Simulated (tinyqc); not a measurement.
From one set of inputs to another, one input at a time: Bloch-Grueneisen resistivity of a metal. Computed by tinyqc, a small Python program. Command: `OMP_NUM_THREADS=1 python tinyqc.py 3008298 3008299 out.jsonl bg ladder`. One thread of a shared host (Intel(R) Xeon(R) Processor @ 2.30GHz), about 0.01 s of CPU time with the checks.

Electrons scatter from a Debye spectrum of phonons (n = 5 for scattering within one band, n = 3 for scattering into a second, heavy band) and from static defects.

The inputs printed are set A. Set A is modelled on tungsten; the values taken over come from a set modelled on ruthenium. Inputs not listed in the table keep their values of set A, so the rows need not describe a real material.

Inputs (values chosen for the exercise, modelled on tungsten): exponent n = 5; Debye temperature Theta = 331 K; transport coupling lambda_tr = 0.2; Drude plasma energy hbar w_p = 6.8 eV; residual resistivity rho_0 = 1.2 microohm cm; temperature T = 600 K; saturation resistivity = 83 microohm cm.

Addition: saturation.

Constants: k_B = 1.380649e-23 J/K; hbar = 1.054571817e-34 J s; eps_0 = 8.8541878128e-12 F/m; hbar = 6.582119569e-16 eV s; k_B = 8.617333262e-05 eV/K.

Method:
- rho_ph = (n - 1) rho_1 (T/Theta)^n J_n(Theta/T), with rho_1 = 2 pi lambda_tr k_B Theta/(hbar eps_0 w_p^2), the high-temperature line at T = Theta.
- J_n(y) = int_0^y x^n e^x/(e^x - 1)^2 dx, by 96 Gauss-Legendre points (upper limit at most 60).
- Parallel-resistor saturation: 1/rho = 1/(rho_0 + rho_ph) + 1/rho_sat.
- Temperature coefficient (1/rho) d rho/dT by a central difference of +/- 0.5 K; residual ratio rho(295 K)/rho(4.2 K); scattering time tau = 1/(eps_0 w_p^2 rho); Wiedemann-Franz kappa = L_0 T/rho, L_0 = (pi^2/3)(k_B/e)^2.

Each row keeps all changes above it; columns: (1) input moved; (2) from; (3) to; (4) residual resistance ratio; (5) phonon resistivity rho_ph (microohm cm); (6) Wiedemann-Franz conductivity (W/(m K)):
```
(1)                                       (2)   (3)    (4)    (5)    (6)
set A                                       -     -   4.73  10.27  145.4
transport coupling lambda_tr              0.2  0.45   8.85  23.11   78.0
saturation resistivity (microohm cm)       83    88   8.91  23.11   77.0
Drude plasma energy hbar w_p (eV)         6.8   7.9   7.03  17.12   96.7
residual resistivity rho_0 (microohm cm)  1.2  0.15  49.76  17.12  101.5
Debye temperature Theta (K)               331   423  47.87  16.94  102.4
temperature T (K)                         600   295  47.87   7.65  100.5
```

Where does the difference come from?

Residual resistance ratio goes from 4.73 to 47.9, a factor 10.1 in all. The largest single move comes from residual resistivity rho_0 (a factor 7.08), and Drude plasma energy hbar w_p works against it (a factor 0.789). Phonon resistivity rho_ph goes from 10.3 to 7.65, a factor 0.745 in all. The largest single move comes from transport coupling lambda_tr (a factor 2.25), but it runs against the net change; the largest move in the direction of the net change is temperature T (a factor 0.452). Wiedemann-Franz conductivity goes from 145 to 101, a factor 0.691 in all. The largest single move comes from transport coupling lambda_tr (a factor 0.536), and Drude plasma energy hbar w_p works against it (a factor 1.26). The single moves hold for this order of the switches; the total does not depend on the order.

Extremes, crossings and ranges named in words are read from the listed rows.
